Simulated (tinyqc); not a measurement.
Short-channel transistor, virtual-source model with series resistance: one step of the calculation.

The current per gate width is the charge at the top of the source barrier (the virtual source) times its velocity times a saturation function; al and be are fitting constants of the model. Units: I in uA/um, Rs in ohm um, so I Rs = 1e-6 I Rs in volts; Q in uC/cm^2, so I = 1e-4 Q vx0 Fsat with vx0 in cm/s.

Question. Current through the series resistance. Intrinsic voltages Vg' = Vgs - I Rs, Vd' = Vds - 2 I Rs. n = n0 + nd Vd', VT = VT0 - dl Vd', Ff = 1/(1 + exp((Vg' - VT + al Vt/2)/(al Vt))), Q = Cinv n Vt ln(1 + exp((Vg' - VT + al Vt Ff)/(n Vt))), Vdsat = (vx0 L/mu)(1 - Ff) + Vt Ff, Fsat = u/(1 + u^be)^(1/be) with u = Vd'/Vdsat, and I(out) = Q vx0 Fsat per width. (Fsat takes the sign of u.) I(new) = I(out).

Values chosen for this exercise:
- T = 293 K (temperature)
- Cinv = 3.49 uF/cm^2 (inversion capacitance)
- vx0 = 2.24e7 cm/s (velocity at the virtual source)
- mu = 89 cm^2/(V s) (apparent mobility)
- L = 90 nm (channel length)
- VT0 = 0.49 V (threshold at zero drain voltage)
- dl = 0.083 V/V (drain-induced barrier lowering)
- n0 = 1.56 (subthreshold factor)
- nd = 0 1/V (growth of n with drain voltage)
- al = 3.5 (threshold shift (in units of Vt) from weak to strong inversion)
- be = 1.8 (sharpness of saturation)
- Rs = 150 ohm um (series resistance of each contact)
- Vgs = 0.9 V (gate voltage)
- Vds = 0.05 V (drain voltage)

Constants: q = 1.602176634e-19 C, kB = 1.380649e-23 J/K, Vt = kB T/q. Results are converted to the units shown.

I after iteration 1 = 71.904618 uA/um

Find: Vg'; Vd'; VT; Ff; Q; Vdsat; Fsat; I(out); I after iteration 2.

Answer.

Vg' = 0.8892 V
Vd' = 0.02843 V
VT = 0.4876 V
Ff = 0.006405
Q = 1.403 uC/cm^2
Vdsat = 2.251 V
Fsat = 0.01263
I(out) = 39.70 uA/um
I after iteration 2 = 39.70 uA/um

tinyqc, about 0.01 s, one thread, Intel Xeon 2.30GHz (shared host): `OMP_NUM_THREADS=1 python tinyqc.py 2380052 2380053 out.jsonl`
